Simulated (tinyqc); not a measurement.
# Which input was changed?

Model: electroplating on a thin resistive seed layer: kinetics, Wagner number and the terminal effect across a wafer. Computed by tinyqc, a small Python program. Command: `OMP_NUM_THREADS=1 python tinyqc.py 3120048 3120049 out.jsonl terminal which`. One thread of a shared host (Intel(R) Xeon(R) Processor @ 2.30GHz), about 0.2 s of CPU time with the checks.

Current enters the seed at the rim. The bath is treated as a local resistance per area (no lateral flow in the liquid), two electrons per ion, molar volume 7.11 cm^3/mol, Faraday constant F = e N_A, kinematic viscosity 0.01 cm^2/s, omega = 2 pi x rpm/60; k_B T/e is in volts.

Inputs (values chosen for the exercise, of the order of those for copper plating on a thin cobalt or ruthenium seed): wafer radius R = 10 cm; seed thickness t = 67 nm; seed resistivity = 17 microohm cm; bath conductivity kappa = 0.06 S/cm; gap to the anode h = 3 cm; extra resistance of a porous plate = 0 ohm cm^2; exchange current density i_0 = 0.26 mA/cm^2; cathodic transfer coefficient alpha = 0.62; mean current density = 38 mA/cm^2; diffusivity of the metal ion = 5.3e-06 cm^2/s; metal ion concentration = 0.22 mol/L; rotation rate = 30 rpm; temperature T = 298 K.

Constants: e = 1.602176634e-19 C; N_A = 6.02214076e+23 1/mol; k_B = 8.617333262e-05 eV/K.

Method:
- Growth rate = i V_m/(2 F). Levich limit i_L = 0.62 x 2 F D^(2/3) omega^(1/2) nu^(-1/6) c. Tafel overpotential eta = (k_B T/(alpha e)) ln(i/i_0); kinetic resistance k_B T/(alpha e i); bath resistance h/kappa + plate; R_s = resistivity/t; Wagner number = kinetic resistance x kappa/R.
- Linearised: with R_t = kinetic + bath resistance the current density obeys (1/r)(r i')' = i R_s/R_t, so i = A I_0(r/l), l = sqrt(R_t/R_s); with x = R/l, edge/centre = I_0(x) and edge/mean = x I_0(x)/(2 I_1(x)).
- Voltage drop in the seed for a uniform current: i R_s R^2/4.
- Full model: seed potential phi(r) with (1/r)(r phi')' = R_s i, where i solves phi = R_b i + (k_B T/(alpha e)) ln(i/i_0) (phi being the driving voltage left at r); phi'(0) = 0 and phi'(R) = R_s i_mean R/2. Solved by collocation to a tolerance of 1e-7.

Question. One of these inputs alone was changed, within the range given: wafer radius R (5 to 20); gap to the anode h (1.5 to 6); cathodic transfer coefficient alpha (0.31 to 1.24); exchange current density i_0 (0.13 to 0.52). Which one, and to what value?

Results:
```
run     Wagner number  edge over centre, full model  drop for uniform current (mV)
before    0.006539810                      2.679204                       2410.448
after     0.008891847                      2.660955                       2410.448
```

Answer.

Each candidate set to reproduce Wagner number, and what it then gives:
```
candidate                               range searched  value needed  edge over centre, full model  drop for uniform current (mV)
wafer radius R (cm)                            5 to 20         7.355                        1.7924                         1303.9
gap to the anode h (cm)                       1.5 to 6     no effect                             -                              -
cathodic transfer coefficient alpha       0.31 to 1.24        0.4560                        2.6610                         2410.4
exchange current density i_0 (mA/cm^2)    0.13 to 0.52     no effect                             -                              -
```

Only cathodic transfer coefficient alpha fits every result: it went from 0.62 to 0.456. The next best candidate, wafer radius R, misses one result by 46 %.

Caution: the mean current exceeds 0.3 i_L, so depletion of metal ions, left out of the distribution, matters. Caution: at the rim the current nears the limiting value, which would flatten the real profile.
